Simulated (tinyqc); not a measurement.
# Bias-temperature instability, empirical power law with universal recovery: effects of single changes

Threshold-voltage shift at the end of a stress: dV = A (V/V0)^g exp[-(Ea q/kB)(1/T - 1/T0)] (t/1 s)^n. After a delay tr the permanent share pp stays and the rest falls by r = 1/(1 + B (tr/t)^be). An empirical model: its parameters are fits, not properties.

Values chosen for this exercise: reference stress voltage V0 = 1.3 V; reference temperature T0 = 398 K; shift after 1 s at V0 and T0 A = 11 mV; time exponent n = 0.24; voltage exponent g = 4.9; apparent activation energy of the shift Ea = 0.17 eV; permanent share pp = 0.41; recovery scale B = 3.7; recovery dispersion be = 0.23; use voltage V = 0.74 V; use temperature T = 358 K; failure criterion dc = 50 mV; stress time ts = 1000 s.

Constants: q = 1.602176634e-19 C, kB = 1.380649e-23 J/K. Results are converted to the units shown.

Each table varies one quantity; the others keep the values above.

## Recovery after a stress

At V0 and T0 after the stress time ts.

Result of one run:
```
tr (s),tr/ts,share left,shift (mV)
92000,92.00,0.4614,26.64
```

What becomes of these results when the delay before the measurement tr is changed from 92000 to 33 s, all else the same?

Result of the changed run:
```
tr (s),tr/ts,share left,shift (mV)
33,0.03300,0.6295,36.34
```

The whole series:
```
tr (s),tr/ts,share left,shift (mV)
0.00082,8.200e-7,0.9242,53.35
0.012,1.200e-5,0.8734,50.42
0.16,1.600e-4,0.8045,46.44
2.3,0.002300,0.7181,41.46
33,0.03300,0.6295,36.34
460,0.4600,0.5541,31.99
6500,6.500,0.4982,28.76
92000,92.00,0.4614,26.64
```

The shift falls from 53.4 to 26.6 mV over 8.0 decades of time, towards the permanent 23.7 mV. Half of the recoverable part is gone at tr/ts = B^(-1/be) = 0.00338.

## Effect of the time exponent at a fixed measured point

Same model as above.

The lifetime solves dV = dc; ten years are 3.15576e8 s. A is rescaled so that the shift at ts, V0 and T0 stays the same.

Effect of the time exponent at a fixed measured point:
```
nx,A (mV),shift after ten years (mV),lifetime (years)
0.1,28.93,7.442,1.874e9
0.125,24.34,10.21,3.299e6
0.15,20.48,14.02,4.810e4
0.175,17.23,19.24,2347
0.2,14.50,26.40,243.7
0.225,12.20,36.23,41.85
0.25,10.27,49.72,10.22
0.275,8.638,68.24,3.227
0.3,7.268,93.65,1.235
```

Read the table: what changes, and by how much?

The ten-year shift rises from 7.44 to 93.7 mV and the lifetime falls from 1.87e9 to 1.23 years: an error of 0.025 in the exponent changes the shift by a factor of 1.37 over the 5.50 decades from ts to ten years. For nx = 0.1, 0.125, 0.15, 0.175 the lifetime is a formal extrapolation far beyond any test.

Numbers from tinyqc (`OMP_NUM_THREADS=1 python tinyqc.py 2070060 2070061 out.jsonl`; about 0.01 s on one thread of a shared Intel Xeon 2.30GHz).
